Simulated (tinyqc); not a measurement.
Anisotropic elasticity and sound waves of a cubic crystal: one step, computed by the program tinyqc. Command: `OMP_NUM_THREADS=1 python tinyqc.py 3004575 3004576 out.jsonl cubicelastic walk`. One thread of a shared host (Intel(R) Xeon(R) Processor @ 2.30GHz), about 0.01 s of CPU time with the checks.

Voigt order 1..6 = xx, yy, zz, yz, xz, xy, with engineering shear strains. The rotated frame has x' as named, z' along the wafer normal and y' = z' x x'.

Problem. Stiffness in the rotated frame. C'_ijkl = C12 delta_ij delta_kl + C44 (delta_ik delta_jl + delta_il delta_jk) - H sum_m a_im a_jm a_km a_lm.

Inputs (values chosen for the exercise, modelled on gallium arsenide): C12 = 54.29 GPa; C44 = 58.83 GPa.

Frame: (113) wafer, x' along [1-10].

H = 51.95 GPa

direction cosines a (rows x', y', z' in the cube axes):
```
,x,y,z
x',0.7071068,-0.7071068,0.0000000
y',0.6396021,0.6396021,-0.4264014
z',0.3015113,0.3015113,0.9045340
```

Give: C'.

Solution.

C' (GPa):
```
,1,2,3,4,5,6
1,146.0,33.0,49.6,-10.0,0.0,0.0
2,33.0,152.8,42.7,-4.6,0.0,0.0
3,49.6,42.7,136.3,14.6,0.0,0.0
4,-10.0,-4.6,14.6,47.2,0.0,0.0
5,0.0,0.0,0.0,0.0,54.1,-10.0
6,0.0,0.0,0.0,0.0,-10.0,37.6
```

Normal stress couples to shear strain in this frame.
